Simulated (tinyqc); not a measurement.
Heisenberg magnet: exchange from energy differences, ordering vector, linear spin waves and ordering temperature: one step, computed by the program tinyqc.

H = -sum over pairs <ij> J_ij S_i.S_j - K sum_i (S_i^z)^2, each pair once, J > 0 ferromagnetic. First neighbours: 6 at a (1, 0, 0), second: 12 at a (1, 1, 0), with all permutations and signs.

Problem. Energies of ordered states. J(q) = J1 g1(q) + J2 g2(q), g_s(q) = sum over shell s of cos(q.R). A classical spiral or collinear state of wave vector Q has the exchange energy -(S^2/2) J(Q) per site.

Inputs (values chosen for the exercise, for a model magnet): exchange J1 = -3.48 meV; exchange J2 = -0.49 meV; spin S = 0.5.

Lattice: simple cubic.

Give: States, Q in 2 pi/a.

Solution.

States, Q in 2 pi/a:
```
Q                  g1  g2  energy (meV/site)
G (0, 0, 0)         6  12              3.345
X (0.5, 0, 0)       2  -4              0.625
M (0.5, 0.5, 0)    -2  -4             -1.115
R (0.5, 0.5, 0.5)  -6  12             -1.875
```

The lowest of these is R (0.5, 0.5, 0.5), 0.760 meV per site below M (0.5, 0.5, 0).
